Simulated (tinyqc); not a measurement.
CMOS inverter, nodal equation and switching: one step of the calculation.

An n-channel pull-down (bn, VTn) and a p-channel pull-up (bp, VTp) share the input Vin and the output node Vout, which carries the load C. Transistor (EKV form, voltages against the body): I = 2 n b Vt^2 [F(vp - Vs) - F(vp - Vd)] from drain to source, F(v) = ln^2(1 + exp(v/(2 Vt))), vp = (Vg - VT + sg |Vd - Vs|)/n. n-channel bodies are at 0; for the p-channel device all voltages are counted down from Vdd. b in uA/V^2 gives I in uA. Static: In = Ip. Transient: C dVout/dt = Ip - In. No velocity saturation, no gate capacitance beyond C.

Task. Switching point and noise margins. VM solves In = Ip with Vin = Vout. VIL and VIH are the inputs at which the gain is -1; NML = VIL - Vout(VIH), NMH = Vout(VIL) - VIH.

Inputs (values chosen for the exercise): temperature T = 400 K; supply voltage Vdd = 0.9 V; slope factor n = 1.35; drain-induced barrier lowering sg = 0.03; n-channel threshold VTn = 0.34 V; p-channel threshold (magnitude) VTp = 0.28 V; gain factor of the pull-down transistor bn = 240 uA/V^2; gain factor of the pull-up transistor bp = 190 uA/V^2.

Constants: q = 1.602176634e-19 C, kB = 1.380649e-23 J/K, Vt = kB T/q. Results are converted to the units shown.

Wanted: VM; gain at VM; VIL; VIH; NML; NMH.

Result.

VM = 0.46765 V
gain at VM = -33.265
VIL = 0.41547 V
VIH = 0.51866 V
NML = 0.36892 V
NMH = 0.33411 V

VM lies 18 mV above Vdd/2, and the low margin is the larger one. With both transistors saturated the size of the gain tends to 1/sg = 33.3; here it is 0.20 % below that.

Numbers from tinyqc (`OMP_NUM_THREADS=1 python tinyqc.py 2340087 2340088 out.jsonl`; about 0.03 s on one thread of a shared Intel Xeon 2.30GHz).
